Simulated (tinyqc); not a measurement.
## Trap density from one capacitance

Inverse problem. Traps spread evenly through the insulator exchange electrons with the semiconductor by tunnelling, with tau(x) = t0 exp(2 ka x) at depth x from the interface. The admittance per area Y seen at depth x obeys dY/dx = -Y^2/(i w eps0 eox) + q Nb ln(1 + i w tau)/tau, with Y(0) = i w Cs and w = 2 pi f; the gate sees Y(tox) = G + i w C. Working variable y = Y/(i w), in uF/cm^2. Cox = eps0 eox/tox. Find Nb and G/w.

Inputs (values chosen for the exercise):
```
symbol  value     unit                                               meaning
eox      3.99                         relative permittivity of the insulator
tox         4       nm                                   insulator thickness
Cs        6.2  uF/cm^2             semiconductor capacitance in accumulation
ka        4.3     1/nm  decay constant of the wave function in the insulator
t0       1e-8        s              time constant of a trap at the interface
f         1e6       Hz                                             frequency
```

Constants: q = 1.602176634e-19 C, eps0 = 8.8541878128e-14 F/cm where lengths are in cm. Results are converted to the units shown.

C = 0.80061930 uF/cm^2

Solution. C rises steadily with Nb, so one density matches; in practice ka and t0 must come from the frequency dependence.

Nb = 1.30e20 cm^-3 eV^-1
G/w = 0.0153 uF/cm^2

Numbers from tinyqc (`OMP_NUM_THREADS=1 python tinyqc.py 2202053 2202054 out.jsonl`; about 0.5 s on one thread of a shared Intel Xeon 2.30GHz).
